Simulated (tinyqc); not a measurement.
# Worked calculation: AlGaN/GaN HEMT with access regions, lumped model

Program tinyqc, `OMP_NUM_THREADS=1 python tinyqc.py 2570081 2570082 out.jsonl`; Intel Xeon 2.30GHz, shared host, one thread, about 0.04 s. Printed values are rounded.

A polarisation-induced electron sheet under a Schottky gate, in series with two ungated access regions and contacts. Drift law v = mu E/(1 + mu E/vs) under the gate. Currents in mA/mm, resistances in ohm mm. No self-heating, no channel-length modulation; fits for polarisation, barrier and offset are chosen for the exercise.

Parameters, values chosen for the exercise; values close to those of AlGaN/GaN structures:
- x = 0.16 (aluminium share of the barrier)
- d = 30 nm (barrier thickness)
- eps_r = 9.2 (relative permittivity of barrier and channel)
- mu = 1700 cm^2/(V s) (channel mobility)
- vs = 1.3e7 cm/s (saturation velocity)
- Lg = 0.15 um (gate length)
- Ls = 1.5 um (source access length)
- Ld = 2 um (drain access length)
- Rc = 0.58 ohm mm (resistance of each contact)
- ft = 0.15 (share of the drain-access electrons removed by traps)
- Vg = 1 V (gate voltage)
- Ec = 3.2 MV/cm (critical field)
- te = 0.24 um (depth over which the depleted charge spreads)
- tf = 300 nm (insulator under the field plate)
- ei = 7 (relative permittivity of that insulator)

Constants: q = 1.602176634e-19 C, eps0 = 8.8541878128e-14 F/cm where lengths are in cm. Results are converted to the units shown.

## Polarisation charge, threshold and sheet resistance

sigma = (5e13 x + 1.6e13 x^2) cm^-2, phiB = 0.84 + 1.3 x, dEc = 0.7 (1.71 x + x^2) in volts, Cb = eps0 eps_r/d, VT = phiB - dEc - q sigma/Cb, access density n0 = -Cb VT/q. Rsh = 1/(q mu n0); largest access current q n0 vs.

sigma = 8.40960e12 cm^-2
Cb = 0.271528 uF/cm^2
VT = -4.12360 V
n0 = 6.98845e12 cm^-2
Rsh = 525.363 ohm
q n0 vs = 1455.58 mA/mm

## On-resistance and breakdown

sigma = (5e13 x + 1.6e13 x^2) cm^-2, phiB = 0.84 + 1.3 x, dEc = 0.7 (1.71 x + x^2) in volts, Cb = eps0 eps_r/d, VT = phiB - dEc - q sigma/Cb, access density n0 = -Cb VT/q. Ron = 2 Rc + Ls/(q mu n0) + Ld/(q mu (1 - ft) n0) + Lg/(mu Cb (Vg - VT)). Off state: a depleted stretch that holds the voltage V has the peak field sqrt(k V), k = 2 q n0/(eps0 eps_r te), so one edge holds V1 = Ec^2/k. The sheet under the plate pinches off at Vf = q n0 (1/Cb + tf/(eps0 ei)); beyond it the gate edge is screened. BV = V1 if Vf >= V1, else Vf + V1, and at most Ec Ld. Specific resistance Ron (Ls + Lg + Ld); figure of merit BV^2 over it.

Ron = 3.24762 ohm mm
Vf = 58.3194 V
V1 = 89.3977 V
BV = 147.717 V
specific resistance = 0.118538 mohm cm^2
figure of merit = 184.079 MW/cm^2

The plate raises BV by a factor of 1.65.
